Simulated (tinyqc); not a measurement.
# Thermoelectric coefficients of one resonant level, Landauer integrals: what changes with what

Transmission X(x) = (g/2)^2/[(x - y)^2 + (g/2)^2] with x = (E - EF)/kB T, two spin channels. I_k = int X x^k w dx over all x, w = 1/(4 cosh^2(x/2)).

Values chosen for this exercise:
```
symbol  value  unit                                                meaning
T         300     K                                            temperature
g         4.8                            full width of the level over kB T
y         3.1                                level position (E0 - EF)/kB T
kp       0.29        phonon heat conductance in units of pi^2 kB^2 T/(3 h)
```

Constants: q = 1.602176634e-19 C, kB = 1.380649e-23 J/K, h = 6.62607015e-34 J s. Results are converted to the units shown.

Each table varies one quantity; the others keep the values above.

## Effect of the level position

G = (2 q^2/h) I_0, S = -(kB/q) I_1/I_0, L/L0 = [I_2/I_0 - (I_1/I_0)^2]/(pi^2/3), K_e = (2 kB^2 T/h)(I_2 - I_1^2/I_0), ZT = G S^2 T/(K_e + K_ph), K_ph = kp pi^2 kB^2 T/(3 h).

Effect of the level position:
```
y    G (uS)  S (uV/K)    L/L0       ZT  ZT without phonons
0.5   57.68    -14.91  0.5685  0.01193             0.01601
1.2   53.37    -35.02  0.5996  0.06197             0.08373
1.9   46.69    -53.28  0.6554   0.1297              0.1773
2.7   37.99    -70.73  0.7461   0.1966              0.2744
3.4   30.75    -82.27  0.8435   0.2292              0.3285
4.1   24.50    -90.01  0.9492   0.2356              0.3494
4.8   19.42    -94.01   1.053   0.2217              0.3434
5.6   14.95    -94.53   1.157   0.1916              0.3160
6.3   12.01    -92.19   1.227   0.1609              0.2836
7     9.769    -88.06   1.272   0.1311              0.2495
```

What does the table show?

G falls from 57.7 to 9.77 uS; |S| goes from 14.9 through a maximum of 94.5 (at y = 5.6 among the rows listed) to 88.1 uV/K: far from the level its Lorentzian tail at EF carries the current, and S falls back towards the Mott value. L/L0 rises from 0.569 to 1.27, and ZT goes from 0.0119 through a maximum of 0.236 (at y = 4.1 among the rows listed) to 0.131.

## Effect of the level width

Same model as above.

Result of one run:
```
g     G (uS)  S (uV/K)    L/L0      ZT  ZT without phonons
0.25   1.355    -239.2  0.2348  0.2747               9.974
```

What becomes of these results when the full width of the level over kB T g is changed from 0.25 to 8.4, all else the same?

Result of the changed run:
```
g    G (uS)  S (uV/K)    L/L0       ZT  ZT without phonons
8.4   50.48    -45.10  0.8496  0.07765             0.09800
```

The whole series:
```
g      G (uS)  S (uV/K)     L/L0        ZT  ZT without phonons
0.042  0.2138    -262.0  0.04734   0.05342               59.34
0.1    0.5187    -255.2   0.1069    0.1225               24.94
0.25    1.355    -239.2   0.2348    0.2747               9.974
0.6     3.536    -208.8   0.4330    0.4944               4.123
1.4     9.297    -161.8   0.6381    0.5803               1.679
3.5     25.21    -98.96   0.7722    0.3292              0.5191
8.4     50.48    -45.10   0.8496   0.07765             0.09800
20      69.35    -13.69   0.9345  0.006994            0.008207
```

ZT without phonons falls from 59.3 to 0.00821, while ZT with phonons goes from 0.0534 through a maximum of 0.580 (at g = 1.4 among the rows listed) to 0.00699; L/L0 rises from 0.0473 to 0.934. A narrow level filters energy well but conducts little, so a fixed phonon conductance sets a best width.

tinyqc, about 0.02 s, one thread, Intel Xeon 2.30GHz (shared host): `OMP_NUM_THREADS=1 python tinyqc.py 2800040 2800041 out.jsonl`
